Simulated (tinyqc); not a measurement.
From results back to parameters: four-band model of biased bilayer graphene near K. Three cases, with inputs chosen for the exercise.

Problem. With g1 the hopping between the dimer sites, v0 the velocity of one layer (hbar v) and no skew hoppings, the direct gap at K is U and the smallest gap is U g1/sqrt(U^2 + g1^2), on a ring of radius (U/2 v0) sqrt((2 g1^2 + U^2)/(g1^2 + U^2)). The values below come from hidden g1 and v0.

Find: g1; v0.

Method. 1/gap^2 = 1/U^2 + 1/g1^2 gives g1; the radius then gives v0.

Case 1.

Values chosen (out of a larger set: near those used for Bernal bilayer graphene; not measured data): U = 0.23 eV (potential difference of the layers).

smallest gap = 0.1983748 eV
radius = 0.0257344 1/angstrom

Solution.

g1 = 0.392 eV
v0 = 5.901 eV angstrom

Case 2.

Values chosen (out of a larger set: near those used for Bernal bilayer graphene; not measured data): U = 0.41 eV (potential difference of the layers).

smallest gap = 0.2902667 eV
radius = 0.0384036 1/angstrom

Solution.

g1 = 0.411 eV
v0 = 6.540 eV angstrom

Case 3.

Values chosen (out of a larger set: near those used for Bernal bilayer graphene; not measured data): U = 0.37 eV (potential difference of the layers).

smallest gap = 0.2764681 eV
radius = 0.0349682 1/angstrom

Solution.

g1 = 0.416 eV
v0 = 6.604 eV angstrom

Computed by tinyqc, one run a case: `OMP_NUM_THREADS=1 python tinyqc.py N N+1 out.jsonl` with N = 1481373, 1481419, 1481604; one thread of a shared Intel(R) Xeon(R) Processor @ 2.30GHz, about 0.06 s a run at most.
